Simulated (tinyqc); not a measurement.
# p-n diode, drift-diffusion by the Gummel loop with Scharfetter-Gummel fluxes: two studies

Abrupt junction at x = 0, p side from -Lp, n side to Ln, ohmic contacts. psi is counted from the intrinsic level; n = ni exp((psi - phin)/Vt), p = ni exp((phip - psi)/Vt). Contacts: p side psi = V - Vt ln(Na/ni), p = Na, n = ni^2/Na; n side psi = Vt ln(Nd/ni), n = Nd, p = ni^2/Nd. Constant mobilities, D = mu Vt, Boltzmann statistics, SRH recombination through a mid-gap level, U = (n p - ni^2)/(tp (n + ni) + tn (p + ni)). Current is positive from the p contact to the n contact.

Values chosen for this exercise; band and dielectric values those of a made-up semiconductor:
- T = 275 K (temperature)
- Eg = 0.587 eV (band gap)
- eps_r = 20 (relative permittivity)
- Nc = 7.51e18 cm^-3 (conduction-band density of states at T)
- Nv = 5.87e18 cm^-3 (valence-band density of states at T)
- Na = 1.7e16 cm^-3 (acceptor density of the p side)
- Nd = 7.3e16 cm^-3 (donor density of the n side)
- mun = 2700 cm^2/(V s) (electron mobility)
- mup = 1100 cm^2/(V s) (hole mobility)
- tn = 6e-7 s (SRH lifetime of electrons)
- tp = 5e-10 s (SRH lifetime of holes)
- Lp = 1.4 um (length of the p side)
- Ln = 1 um (length of the n side)
- G = 0 cm^-3 s^-1 (uniform generation rate)

Constants: q = 1.602176634e-19 C, kB = 1.380649e-23 J/K, Vt = kB T/q, eps0 = 8.8541878128e-14 F/cm where lengths are in cm. Results are converted to the units shown.

Each table varies one quantity; the others keep the values above.

## Current against voltage in the dark

ni = sqrt(Nc Nv) exp(-Eg/(2 Vt)), Eg in volts. Poisson and both continuity equations are solved self-consistently with Scharfetter-Gummel fluxes on a graded mesh of 500 nodes. J_scr is q times the integral of U between -xp and xn. Ideal diffusion current J_id = q ni^2 [Dn coth(wp/Le)/(Le Na) + Dp coth(wn/Lh)/(Lh Nd)] (exp(V/Vt) - 1), Le = sqrt(Dn tn), Lh = sqrt(Dp tp), wp = Lp - xp, wn = Ln - xn, with xp and xn from the depletion approximation (W = sqrt(2 eps0 eps_r (Vbi - V)(1/Na + 1/Nd)/q), xp = W Nd/(Na + Nd), xn = W Na/(Na + Nd), Vbi = Vt ln(Na Nd/ni^2)). Ideality factor = 0.004 V/(Vt ln[J(V + 0.004 V)/J(V)]). Here G = 0.

In this table G = 0 cm^-3 s^-1.

Result of one run:
columns A: V (V); B: J (A/cm^2); C: ideality factor; D: J_scr/J (%); E: J_id (A/cm^2); F: share recombining at the contacts (%); G: larger minority/doping at -xp and xn
```
A        B     C      D     E     F       G
0.19  12.3  1.02  0.146  12.7  97.7  0.0109
```

What becomes of these results when the bias of the p contact V is changed from 0.19 to 0.12 V, all else the same?

Result of the changed run:
columns A: V (V); B: J (A/cm^2); C: ideality factor; D: J_scr/J (%); E: J_id (A/cm^2); F: share recombining at the contacts (%); G: larger minority/doping at -xp and xn
```
A         B     C      D      E     F        G
0.12  0.663  1.00  0.528  0.673  96.9  6.08e-4
```

The whole series:
columns A: V (V); B: J (A/cm^2); C: ideality factor; D: J_scr/J (%); E: J_id (A/cm^2); F: share recombining at the contacts (%); G: larger minority/doping at -xp and xn
```
A         B     C       D      E     F        G
0.12  0.663  1.00   0.528  0.673  96.9  6.08e-4
0.13   1.01  1.01   0.465   1.03  97.0  9.21e-4
0.15   2.33  1.01   0.343   2.38  97.1  0.00211
0.16   3.54  1.01   0.287   3.62  97.2  0.00319
0.17   5.37  1.01   0.235   5.51  97.4  0.00481
0.19   12.3  1.02   0.146   12.7  97.7   0.0109
0.2    18.6  1.03   0.111   19.4  97.9   0.0162
0.22   42.3  1.04  0.0605   44.8  98.4   0.0357
0.23   63.3  1.05  0.0438   68.1  98.6   0.0524
```

J rises from 0.663 to 63.3 A/cm^2; the ideality factor rises from 1.00 to 1.05. Recombination in the depleted layer stays under half of the current. Where the factor is lowest (V = 0.12 V), J is 1.5 % below the ideal diffusion current.

## Effect of the length of the p side at fixed bias

Same model as above.

In this table V = 0.18 V.

Result of one run:
columns A: Lp (um); B: J (A/cm^2); C: ideality factor; D: J_scr/J (%); E: J_id (A/cm^2); F: share recombining at the contacts (%); G: larger minority/doping at -xp and xn
```
A       B     C      D     E     F        G
6.3  2.51  1.02  0.606  2.61  91.7  0.00736
```

What becomes of these results when the length of the p side Lp is changed from 6.3 to 3.8 um, all else the same?

Result of the changed run:
columns A: Lp (um); B: J (A/cm^2); C: ideality factor; D: J_scr/J (%); E: J_id (A/cm^2); F: share recombining at the contacts (%); G: larger minority/doping at -xp and xn
```
A       B     C      D     E     F        G
3.8  3.52  1.02  0.433  3.63  94.1  0.00735
```

The whole series:
columns A: Lp (um); B: J (A/cm^2); C: ideality factor; D: J_scr/J (%); E: J_id (A/cm^2); F: share recombining at the contacts (%); G: larger minority/doping at -xp and xn
```
A       B     C      D     E     F        G
1.4  8.14  1.02  0.187  8.38  97.5  0.00724
2.3  5.23  1.02  0.292  5.37  96.1  0.00731
3.8  3.52  1.02  0.433  3.63  94.1  0.00735
6.3  2.51  1.02  0.606  2.61  91.7  0.00736
10   1.95  1.03  0.777  2.05  89.2  0.00734
17   1.56  1.04  0.966  1.67  86.0  0.00729
28   1.34  1.06   1.12  1.46  83.0  0.00719
```

As Lp rises from 1.4 to 28, J falls from 8.14 to 1.34 A/cm^2, the share of the depleted layer rises from 0.187 to 1.12 % and the share lost at the contacts falls from 97.5 to 83.0 %. The exponent d ln J/d ln Lp is -0.89 between the first two rows and -0.31 between the last two. J less J_scr is 9.4 % below J_id in the last row.

Computed by the program tinyqc: `OMP_NUM_THREADS=1 python tinyqc.py 2240059 2240060 out.jsonl`, one thread of a shared Intel Xeon 2.30GHz, about 0.2 s for the whole run.
